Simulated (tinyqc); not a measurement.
# Worked calculation: off-state leakage of single and stacked transistors

Numbers from tinyqc (`OMP_NUM_THREADS=1 python tinyqc.py 2242033 2242034 out.jsonl`; about 0.03 s on one thread of a shared Intel Xeon 2.30GHz). Printed values are rounded.

n-channel devices of unit width. Subthreshold current I(Vg, Vs, Vd) = I0 (T/300 K)^0.5 exp[(Vg - Vs - VT(T) - gb (Vs - Vb) + dd (Vd - Vs))/(nf Vt)] (1 - exp(-(Vd - Vs)/Vt)), VT(T) = VT - cT (T - 300 K). Gate-edge tunnelling Ig (Vd/1 V) exp(ag (Vd - 1 V)), for a gate at 0 V, and band-to-band leakage Ab u exp(-Bb/u), u = Vd - Vb + 1 V, flow at a drain held at V; both are taken as independent of T. In a stack of off transistors (all gates at 0 V) the same subthreshold current passes through each.

Parameters, values chosen for the exercise; values of the order met in bulk silicon logic transistors: temperature T = 358 K; supply voltage V = 1.2 V; threshold at 300 K, zero drain and body bias VT = 0.48 V; fall of the threshold with temperature cT = 0.5 mV/K; current at threshold at 300 K I0 = 0.49 uA/um; slope factor nf = 1.22; drain-induced lowering per volt dd = 0.06; rise of the threshold per volt of source-body bias gb = 0.18; gate-edge tunnelling current at 1 V Ig = 0.0002 uA/um; exponential slope of the gate current ag = 3.6 1/V; prefactor of band-to-band leakage at the drain Ab = 5 uA/(um V); its exponential voltage Bb = 21 V; body voltage Vb = 0 V.

Constants: q = 1.602176634e-19 C, kB = 1.380649e-23 J/K, Vt = kB T/q. Results are converted to the units shown.

## Leakage of one transistor

Vg = Vs = 0, Vd = V; effective threshold VT(T) - gb Vb - dd V.

effective threshold = 0.379 V
parts (nA/um): subthreshold 0.02266168, gate edge 0.4930640, band-to-band 0.7867821
total = 1.302508 nA/um
shares (%): subthreshold 1.739850, gate edge 37.85498, band-to-band 60.40518

The band-to-band part is the largest.

## Starting value

Vx = dd V/(1 + gb + 2 dd), the solution for Vx well above Vt, rounded to three decimals.

Vx at the start = 0.055 V

## Iteration 1: new Vx

Stack of two, Vx the node between them: I_low = I(0, 0, Vx), I_up = I(0, Vx, V), f = ln(I_up/I_low), f' = -(1 + gb + 2 dd)/(nf Vt) - 1/(Vt (exp(Vx/Vt) - 1)) - 1/(Vt (exp((V - Vx)/Vt) - 1)), Vx(new) = Vx - f/f'.

I_low = 0.003038084 nA/um
I_up = 0.003701106 nA/um
f = 0.1974045
f' = -41.09340 1/V
Vx after iteration 1 = 0.05980380 V

## Iteration 2: new Vx

As before.

I_low = 0.003150683 nA/um
I_up = 0.003159344 nA/um
f = 0.002745274
f' = -39.98963 1/V
Vx after iteration 2 = 0.05987245 V

## Iteration 3: new Vx

As before.

I_low = 0.003152205 nA/um
I_up = 0.003152207 nA/um
f = 4.857102e-7
f' = -39.97549 1/V
Vx after iteration 3 = 0.05987246 V

## Course of the iteration

Stop when the step is below 1e-11 V, or after 40 iterations.

Course of the iteration:
```
iteration  Vx before the step (V)  step (V)
1                           0.055   4.80e-3
2                      0.05980380   6.86e-5
3                      0.05987245   1.22e-8
4                      0.05987246   < 1e-15
```

Converged in 4 iterations. The subthreshold current of the stack is 0.003152 nA/um, 7.19 times less than that of one transistor (the drain leakage is unchanged); the estimate exp[dd V (1 + gb + dd)/((1 + gb + 2 dd) nf Vt)] gives 6.20.
